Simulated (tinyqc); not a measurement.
# CMOS latch-up, two-transistor model: effects of single changes

A parasitic pnp (emitter at Vdd, base shunted by Rw) and npn (emitter at ground, base shunted by Rs) feed each other: the npn collector current flows out of the pnp base node, the pnp collector current into the npn base node. Forward-active transistors with constant gains: Icn = Isn exp(Vn/Vt), Icp = Isp (exp(Vp/Vt) - 1). A current Ii is injected into the npn base node.

Values chosen for this exercise; values close to those of bulk CMOS: temperature T = 293 K; current gain of the npn bn = 23; current gain of the pnp bp = 4.6; saturation current of the npn at T Isn = 6.9e-16 A; saturation current of the pnp at T Isp = 5e-16 A; substrate resistance shunting the npn Rs = 180 ohm; well resistance shunting the pnp Rw = 860 ohm; resistance from the pnp collector to the npn base R2 = 530 ohm; base-emitter voltage in the on state Von = 0.73 V; saturation voltage Vsat = 0.07 V; supply voltage Vdd = 1.8 V.

Constants: q = 1.602176634e-19 C, kB = 1.380649e-23 J/K, Vt = kB T/q. Results are converted to the units shown.

Each table varies one quantity; the others keep the values above.

## Effect of the current gain of the pnp

Node equations: Vp/Rw + Icp/bp = Icn and Vn/Rs + Icn/bn = Icp + Ii. Loop gain G = gn gp/[(1/Rw + gp/bp)(1/Rs + gn/bn)], gn = Icn/Vt, gp = (Icp + Isp)/Vt; the off state ends where G = 1, and Ii there is the trigger current. On state with both base-emitter voltages at Von: npn base current Ib = (Von/Rs + bp Von/Rw)/(bn bp - 1), holding current Ih = (bn + 1) Ib + Von/Rs, holding voltage Vh = Vsat + Von + R2 (Ib + Von/Rs).

Effect of the current gain of the pnp:
```
bp,Vn at trigger (V),trigger current (mA),Ih (mA),Vh (V)
0.056,0.7683,4.172,346.0,10.50
0.12,0.7233,3.965,60.75,4.201
0.26,0.7029,3.911,24.66,3.405
0.56,0.6988,3.902,13.21,3.152
1.2,0.6980,3.899,8.634,3.051
2.6,0.6978,3.899,6.612,3.006
5.6,0.6976,3.898,5.710,2.986
12,0.6976,3.898,5.298,2.977
```

As bp goes from 0.056 to 12, the trigger current falls from 4.17 to 3.90 mA, Ih falls from 346 to 5.30 mA and Vh falls from 10.5 to 2.98 V. Vh exceeds the supply Vdd = 1.8 V, which then cannot sustain a latched state, in 8 of the 8 rows. For bp = 0.026 the product of the gains is about one or less, so there is no latched state. For bp = 0.056, 0.12 the holding current passes 50 mA, where high injection lowers the gains. For bp = 0.056 Vn at the trigger exceeds the fixed Von of the on-state formulas, so Ih and Vh are too low there.

## Effect of the substrate resistance shunting the npn

Same model as above.

Effect of the substrate resistance shunting the npn:
```
Rs (ohm),Vn at trigger (V),trigger current (mA),Ih (mA),Vh (V)
18,0.7008,38.88,50.74,22.52
35,0.6996,19.98,26.53,11.98
67,0.6987,10.44,14.28,6.649
130,0.6980,5.389,7.796,3.824
250,0.6974,2.813,4.483,2.382
480,0.6968,1.477,2.763,1.633
930,0.6964,0.7748,1.859,1.240
1800,0.6961,0.4130,1.393,1.037
```

Read the table: what changes, and by how much?

As Rs goes from 18 to 1800 ohm, the trigger current falls from 38.9 to 0.413 mA, Ih falls from 50.7 to 1.39 mA and Vh falls from 22.5 to 1.04 V. Vh exceeds the supply Vdd = 1.8 V, which then cannot sustain a latched state, in 5 of the 8 rows. The trigger current goes as Rs^(-0.99): most of it flows through the shunt. For Rs = 18 the holding current passes 50 mA, where high injection lowers the gains.

## Effect of the resistance from the pnp collector to the npn base

Same model as above.

The same in every row: Vn at trigger (V) = 0.6977; trigger current (mA) = 3.898; Ih (mA) = 5.879.

Effect of the resistance from the pnp collector to the npn base:
```
R2 (ohm),Vh (V)
5,0.8207
14,0.8578
37,0.9529
100,1.213
270,1.916
740,3.857
2000,9.063
```

What does the comparison show?

As R2 goes from 5 to 2000 ohm, the trigger current stays at 3.90 mA, Ih stays at 5.88 mA and Vh rises from 0.821 to 9.06 V. Vh exceeds the supply Vdd = 1.8 V, which then cannot sustain a latched state, in 3 of the 7 rows.

Computed by the program tinyqc: `OMP_NUM_THREADS=1 python tinyqc.py 2670031 2670032 out.jsonl`, one thread of a shared Intel Xeon 2.30GHz, about 0.04 s for the whole run.
